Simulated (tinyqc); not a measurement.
From one set of inputs to another, one input at a time: stress in a transistor channel from embedded alloy regions, liners and fins, by half-space elasticity. Computed by tinyqc, a small Python program. Command: `OMP_NUM_THREADS=1 python tinyqc.py 3017588 3017589 out.jsonl stressor ladder`. One thread of a shared host (Intel(R) Xeon(R) Processor @ 2.30GHz), about 0.06 s of CPU time with the checks.

Plane strain in an isotropic half-space, the same constants everywhere; x along the channel from its centre, y downwards from the free surface; stress is positive in tension.

The inputs printed are set A. Inputs not listed in the table keep their values of set A, so the rows need not describe a real material.

Inputs (values chosen for the exercise, modelled on silicon):
```
quantity                          value  unit
alloy fraction x                   0.57     -
lattice change per unit x, beta  0.0424     -
Young's modulus E                   166   GPa
Poisson ratio nu                   0.23     -
channel length L                     24    nm
length of each stressor S           105    nm
recess depth d                       15    nm
depth of the field point y          5.7    nm
length of a cut fin or stripe       700    nm
height of the strained layer h       48    nm
```

Stressor: Si(1-x)Ge(x) source and drain.

Method:
- Misfit e = beta x. A fully constrained inclusion holds the stress -p with p = E e/(1 - 2 nu); a blanket film would hold -E e/(1 - nu) in the plane.
- A line element dA of misfit at (a, c) in the half-space gives, with C = E e/(2 pi (1 - nu)), X = x - a, r1^2 = X^2 + (y - c)^2, r2^2 = X^2 + Y^2, Y = y + c: s_xx = -C dA {[X^2 - (y - c)^2]/r1^4 + 3 [X^2 - Y^2]/r2^4 + 4 y Y (Y^2 - 3 X^2)/r2^6}, s_yy = C dA {[X^2 - (y - c)^2]/r1^4 - [X^2 - Y^2]/r2^4 + 4 y Y (Y^2 - 3 X^2)/r2^6}. These are integrated over two rectangles, L/2 < |a| < L/2 + S, 0 < c < d (closed form in a, 200 Gauss-Legendre points in c).
- Shear-lag estimate for a stripe of length l and height h on a like substrate: the stress along it is s(x)/s_film = 1 - cosh(x/lam)/cosh(l/(2 lam)), lam = (pi/2) g h with g = 1.258; mean = 1 - (2 lam/l) tanh(l/(2 lam)).

Each row keeps all changes above it:
```
input moved                          from    to  s_xx (MPa)  s_yy (MPa)  share kept on average
set A                                   -     -     -3098.0     -56.758                0.72934
Young's modulus E (GPa)               166   163     -3042.0     -55.732                0.72934
length of each stressor S (nm)        105   155     -3283.3     -56.953                0.72934
depth of the field point y (nm)       5.7   1.8     -4619.9     -19.203                0.72934
length of a cut fin or stripe (nm)    700   220     -4619.9     -19.203                0.29211
Poisson ratio nu                     0.23  0.24     -4680.7     -19.456                0.29211
height of the strained layer h (nm)    48    56     -4680.7     -19.456                0.23637
recess depth d (nm)                    15    45     -6000.5       5.036                0.23637
```

Where does the difference come from?

s_xx goes from -3100 to -6000, -2.9e+03 in all. The largest single move comes from depth of the field point y (-1.34e+03). s_yy goes from -56.8 to 5.04, +61.8 in all. The largest single move comes from depth of the field point y (+37.8). Share kept on average goes from 0.729 to 0.236, a factor 0.324 in all. The largest single move comes from length of a cut fin or stripe (a factor 0.401). The single moves hold for this order of the switches; the total does not depend on the order.

Caution (all rows): at such misfit the regions may relax by dislocations, and linear elasticity is rough.

Extremes, crossings and ranges named in words are read from the listed rows.
